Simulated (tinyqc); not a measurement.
Epitaxial growth on a vicinal surface: Burton-Cabrera-Frank step flow, step-edge barrier and island nucleation: one step, computed by the program tinyqc. Command: `OMP_NUM_THREADS=1 python tinyqc.py 3006725 3006726 out.jsonl stepflow walk`. One thread of a shared host (Intel(R) Xeon(R) Processor @ 2.30GHz), about 0.04 s of CPU time with the checks.

Adatoms land at rate F, hop on a square grid (a simplification for hexagonal faces), desorb, or join steps. Lengths are in units of a and n is the adatom coverage. Steps ascend at x = 0 and descend at x = l.

Problem. Terrace solution. D n'' - n/tau + F = 0 with n(0) = n_eq and -l_s n'(l) = n(l) - n_eq. With u = n - F tau, A = n_eq - F tau, y = l/x_s, s = l_s/x_s: u = A cosh(x/x_s) + B sinh(x/x_s), B = A (1 - cosh y - s sinh y)/(sinh y + s cosh y). Flux into the ascending step J+ = D B/x_s, over the descending one J- = -(D/x_s)(A sinh y + B cosh y); step velocity J+ + J-; growth rate (J+ + J-)/l. For small y: J+ + J- = (F - n_eq/tau) l, J-/J+ = l/(l + 2 l_s). The coverage peaks where n' = 0, tanh(x/x_s) = -B/A.

Inputs (values chosen for the exercise, close to those used for Ge(001)): deposition rate F = 3.1 layers/s; temperature T = 580 C.

D = 1.297249e+08 a^2/s

lifetime tau = 586.3379 s

diffusion length x_s = 275794.6 a

equilibrium coverage n_eq = 8.232335e-07

terrace width l = 20.19471 a

Schwoebel length l_s = 0.5244916 a

Give: J+; J-; growth rate; peak coverage; position of the peak.

Solution.

J+ = 32.09 atoms per step site and s

J- = 30.51 atoms per step site and s

growth rate = 3.100 layers/s

peak coverage = 2.104e-06

position of the peak = 10.35 a
